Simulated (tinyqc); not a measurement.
Worked calculation: plane-wave Kohn-Sham cycle with exchange-only LDA in a layered model solid. One step of it, computed by the program tinyqc.

Task: Iteration 1: Hamiltonian at one k. H(m,m') = (k + G_m)^2/2 delta + V(G_m - G_m'), with V(-G) = V(G).

A solid whose potential varies along x alone (atomic units):
```
parameter                      value
period a                    5.400000
cross-section of the cell  36.000000
electrons per cell                 4
grid points                       16
plane waves -n..n, n               2
k points                           4
V1 in V1 cos(2 pi x/a)     -0.360000
```

V(G_m), m = 0, 1, 2, ... (hartree): [-0.269843, -0.180000, 0.000000, 0.000000, 0.000000]

k = 0.125000 2 pi / a

Give: H.

Result:

H (hartree), order -2, -1, +0, +1, +2:
```
[[2.1100, -0.1800, 0.0000, 0.0000, 0.0000],
 [-0.1800, 0.2484, -0.1800, 0.0000, 0.0000],
 [0.0000, -0.1800, -0.2593, -0.1800, 0.0000],
 [0.0000, 0.0000, -0.1800, 0.5869, -0.1800],
 [0.0000, 0.0000, 0.0000, -0.1800, 2.7869]]
```
